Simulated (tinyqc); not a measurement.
Metal gate on a two-layer dielectric stack with fixed charge and a dipole: one step of the calculation.

Gate, layer 2, layer 1, p-type semiconductor; x runs from the gate inwards. Charges are counted in units of +q. psi is the band bending at the surface, positive towards inversion. Classical charge, Boltzmann statistics, no interface traps.

Problem. Charge in the semiconductor. ni = sqrt(Nc Nv) exp(-Eg/(2 Vt)), Eg in volts. Qs = -sign(psi) sqrt(2 q eps0 eps_r Na Vt [exp(-u) + u - 1 + (ni/Na)^2 (exp(u) - u - 1)]), u = psi/Vt.

Values chosen for this exercise; band and dielectric values close to those of silicon, layer 1 close to silicon dioxide, layer 2 close to aluminium oxide: temperature T = 250 K; band gap Eg = 1.12 eV; relative permittivity eps_r = 11.6; conduction-band density of states at T Nc = 2.17e19 cm^-3; valence-band density of states at T Nv = 2.05e19 cm^-3; acceptor density Na = 1.3e16 cm^-3; band bending psi of the working point ps = 0.839 V.

Constants: q = 1.602176634e-19 C, kB = 1.380649e-23 J/K, Vt = kB T/q, eps0 = 8.8541878128e-14 F/cm where lengths are in cm. Results are converted to the units shown.

Give: Qs.

Solution.

Qs = -0.06342 uC/cm^2

The surface is in strong inversion: psi exceeds 2 Vt ln(Na/ni) = 0.802 V.

Program tinyqc, `OMP_NUM_THREADS=1 python tinyqc.py 2010123 2010124 out.jsonl`; Intel Xeon 2.30GHz, shared host, one thread, about 0.01 s.
